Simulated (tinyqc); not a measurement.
Kinetic Monte Carlo and master equation for a particle on a ring of sites with traps and bias: one step, computed by the program tinyqc.

5 sites on a ring, numbered 1 to 5. The saddle between i and i+1 lies at E0 + s b_i and site i at s eps_i; a force F tilts the landscape, with the saddle half-way.

Question. Closed form at zero force. At zero force D0 = a^2 nu exp(-E0/(k_B T)) / [<exp(-s eps/(k_B T))> <exp(s b/(k_B T))>], with means over the ring; Einstein relation v = D0 F/(k_B T); 1 angstrom = 1e-8 cm.

Inputs (values chosen for the exercise, for a model defect): reference barrier E0 = 0.62 eV; scale factor s of the disorder = 1; attempt frequency nu = 5.1 THz; temperature T = 600 K; site spacing a = 3.7 angstrom; force F along the ring = 0.0052 eV/angstrom.

Disorder: random barriers.

site energies eps_i (eV): [0, 0, 0, 0, 0]

saddle shifts b_i between sites i and i+1 (eV): [-0.064, -0.057, -0.034, 0.019, -0.044]

Constants: k_B = 8.617333262e-05 eV/K.

Give: zero-force diffusivity D0; D0 over the value without disorder; Einstein drift.

Answer.

zero-force diffusivity D0 = 7.185e-08 cm^2/s

D0 over the value without disorder = 1.660

Einstein drift = 0.7226 cm/s
